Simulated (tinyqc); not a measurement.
What moves the results: cylindrical quantum wire. A value that a table varies takes the place of the one given here.

A cylinder of radius R, isotropic masses, c = hbar^2/2m0, k = sqrt(mw E/c), kappa = sqrt(mb (V0 - E)/c). State (n, m) is J_m(k r) inside and K_m(kappa r) outside; psi and psi'/m are continuous: (k/mw) J_m'(kR)/J_m(kR) = (kappa/mb) K_m'(kappa R)/K_m(kappa R).

With hard walls E = c (x/R)^2/mw, x a zero of J_m: (1,0) 2.404826; (2,0) 5.520078; (1,1) 3.831706; (2,1) 7.015587; (1,2) 5.135622; (2,2) 8.417244; (1,3) 6.380162; (2,3) 9.761023.

Constants: hbar^2/2m0 = 3.80998211 eV angstrom^2.

Inputs chosen for the exercise (near those of a non-polar GaN wire in AlGaN; the results hold for these values, not for the real material):
```
symbol  value                         unit      meaning
V0      0.705                         eV        barrier height
mw      0.194                         m0        mass inside
mb      0.256                         m0        mass outside
Rs      (16, 20, 23, 30, 39, 51, 69)  angstrom  radii
R       23                            angstrom  radius
```

## Radius

The two lowest states against R; a dash marks an unbound state.

Levels (eV):
```
R (angstrom)   (1,0)   (1,1)  (1,0), hard walls  flat well of width 2R
16            0.2248  0.5448             0.4437                 0.0990
20            0.1632  0.4056             0.2839                 0.0711
23            0.1320  0.3307             0.2147                 0.0572
30            0.0864  0.2180             0.1262                 0.0372
39            0.0556  0.1407             0.0747                 0.0238
51            0.0348  0.0881             0.0437                 0.0149
69            0.0201  0.0510             0.0239                 0.0086
```

The lowest state is bound at every radius listed. (1,1) is bound at every radius listed. At the largest radius the level is 0.84 of the hard-wall value and 2.34 times that of the flat well (the hard-wall ratio is 2.34); the exponent d ln E/d ln R between the last two radii is -1.81.

## Shape and dimension

Lowest level with hard walls: film c (pi/2R)^2/mw, cylinder c (2.404826/R)^2/mw, sphere c (pi/R)^2/mw, square or cube of side a: 2 or 3 times c (pi/a)^2/mw; c = hbar^2/2m0. Finite barriers V0 with outer mass mb and psi, psi'/m continuous for film, cylinder and sphere (not separable for the square and the cube: dash).

Lowest level (eV):
```
shape                      hard walls  finite barrier
film, width 2R                 0.0916          0.0572
cylinder, radius R             0.2147          0.1320
square wire of equal area      0.2333               -
sphere, radius R               0.3664          0.2213
cube of equal volume           0.4230               -
```

With hard walls the levels of film, cylinder and sphere stand as 1 : 2.34 : 4.00; with the finite barrier as 1 : 2.31 : 3.87. The square lies 8.6 % above the circle of equal area and the cube 15.5 % above the sphere of equal volume: round shapes give the lowest level for a given size.

## What each parameter does

The lowest level (1,0) and its distance to V0. Each row changes one parameter from the base and keeps the others.

Results:
```
case             E (eV)  V0 - E (eV)     k R
base             0.1320       0.5730  1.8859
R = 25 angstrom  0.1159       0.5891  1.9206
V0 = 0.846 eV    0.1374       0.7086  1.9237
mw = 0.1746 m0   0.1397       0.5653  1.8403
mb = 0.2048 m0   0.1385       0.5665  1.9314
```

The largest shifts from the base row, up to three for each result and ties (the steps differ in size, so this ranks the rows, not the parameters). E (eV): R -0.0161, mw +0.0077, mb +0.0064. V0 - E (eV): V0 +0.1357, R +0.0161, mw -0.0077. k R: mw -0.0457, mb +0.0455, V0 +0.0378.

tinyqc: `OMP_NUM_THREADS=1 python tinyqc.py 1282497 1282498 out.jsonl`; about 0.04 s, one thread, shared Intel(R) Xeon(R) Processor @ 2.30GHz.
